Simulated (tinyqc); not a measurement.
Comparisons within one model: linear model of a band gap against the share of exact exchange. A value that a table varies takes the place of the one given here.

E(alpha) = E0 + S alpha. A wider gap screens less, modelled in the Penn form eps(alpha) = 1 + (e0 - 1)(EP/(EP + S alpha))^2 with a scale EP chosen for the exercise. A dielectric-dependent hybrid takes alpha = 1/eps.

Values chosen for the exercise (of the order of those of Si; not measured data): E0 = 0.58 eV (gap of the semi-local functional); S = 4.52 eV (slope dE/d(alpha)); e0 = 12.52 (optical dielectric constant at alpha = 0); EP = 10 eV (energy scale of the screening); Et = 1.18 eV (target gap).

## Sweep of alpha

Also the exciton scale relative to alpha = 0, (m/m(0))(eps(0)/eps)^2, with a mass proportional to E + D, D = E0/2 + 0.3 eV, a k.p rule for direct gaps only.

Results:
```
alpha  E (eV)     eps  alpha eps  exciton scale
0.00    0.580  12.520      0.000           1.00
0.05    0.806  12.016      0.601           1.30
0.10    1.032  11.545      1.155           1.63
0.15    1.258  11.104      1.666           2.01
0.20    1.484  10.689      2.138           2.43
0.25    1.710  10.300      2.575           2.90
0.35    2.162   9.588      3.356           4.01
0.50    2.840   8.664      4.332           6.12
```

alpha eps reaches 1 between alpha = 0.05 and 0.1 (fixed point 0.086), and the target gap is met between 0.1 and 0.15. At the fixed point the gap is 0.97 eV, -0.21 eV from the target. From 0 to 0.25 the gap grows by 1.13 eV while eps falls by 18 %; the exciton scale, which takes both, grows by a factor of 2.90 (formal for an indirect gap).

## What each parameter does

Fixed point alpha = 1/eps(alpha), gap and eps there. Each row changes one parameter from the base and keeps the others.

Results:
```
case            alpha  E (eV)     eps
base           0.0856   0.967  11.677
E0 = 0.522 eV  0.0856   0.909  11.677
S = 4.972 eV   0.0863   1.009  11.592
e0 = 13.772    0.0774   0.930  12.923
EP = 9 eV      0.0863   0.970  11.582
```

The largest shifts from the base row, up to three for each result and ties (the steps differ in size, so this ranks the rows, not the parameters). alpha: e0 -0.0083, EP +0.0007, S +0.0006; unchanged at the printed digits by E0. E (eV): E0 -0.058, S +0.042, e0 -0.037. eps: e0 +1.246, EP -0.095, S -0.086; unchanged at the printed digits by E0.

Computed by tinyqc, a small Python program: `OMP_NUM_THREADS=1 python tinyqc.py 1850396 1850397 out.jsonl` (the numbers bound the seed that draws the inputs); one thread of a shared host (Intel(R) Xeon(R) Processor @ 2.30GHz), about 0.01 s for the whole set of steps.
